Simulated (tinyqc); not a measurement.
Two-valley model of the transferred-electron effect. Changing the satellite-valley mobility mu2. Computed by tinyqc, a small Python program. Command: `OMP_NUM_THREADS=1 python tinyqc.py 3002687 3002688 out.jsonl gunn sweep`. One thread of a shared host (Intel(R) Xeon(R) Processor @ 2.30GHz), about 0.01 s of CPU time with the checks.

Both kinds of valley share one electron temperature T_e, and each has a constant mobility.

Inputs (values chosen for the exercise, for a model semiconductor):
```
quantity                      value        unit
central-valley mass m1         0.17         m_0
satellite-valley mass m2       0.51         m_0
satellite valleys Z               6           -
valley separation dE            0.2          eV
central-valley mobility mu1    2900  cm^2/(V s)
energy relaxation time tau_E   0.77          ps
lattice temperature T           250           K
```

Solver: bisection.

Constants: k_B = 8.617333262e-05 eV/K.

Method. Density-of-states ratio R = Z (m2/m1)^(3/2); n2/n1 = R exp(-dE/(k_B T_e)); mean mobility mu = (mu1 + mu2 n2/n1)/(1 + n2/n1); energy balance e mu F^2 = (3/2) k_B (T_e - T)/tau_E; v = mu F. Using T_e as the parameter, F(T_e) = sqrt(3 k_B (T_e - T)/(2 e mu tau_E)) and v = mu F; find the first maximum and the next minimum of v, and the most negative dv/dF between them.

One run for each value; columns: (1) satellite-valley mobility mu2 (cm^2/(V s)); (2) peak-to-valley ratio; (3) threshold field (kV/cm); (4) most negative differential mobility (cm^2/(V s)); (5) valley velocity (1e7 cm/s):
```
(1)     (2)     (3)      (4)     (5)
29   1.1104  6.5100  -111.02  0.9213
45   1.0937  6.5680  -104.07  0.9376
70   1.0718  6.6666   -92.94  0.9603
110  1.0450  6.8511   -74.47  0.9913
170  1.0179  7.2279   -45.18  1.0283
```

What does the table show?

Over the rows, peak-to-valley ratio falls from 1.11 to 1.02 (exponent d ln y / d ln x -0.035 between the first rows and -0.060 between the last); threshold field (kV/cm) rises from 6.51 to 7.23 (exponent d ln y / d ln x 0.020 between the first rows and 0.12 between the last); most negative differential mobility (cm^2/(V s)) rises from -111 to -45.2 (exponent d ln y / d ln x -0.15 between the first rows and -1.1 between the last).  Left out: 260, 400, 620, 970 (no negative differential mobility).

Extremes, crossings and ranges named in words are read from the listed rows.
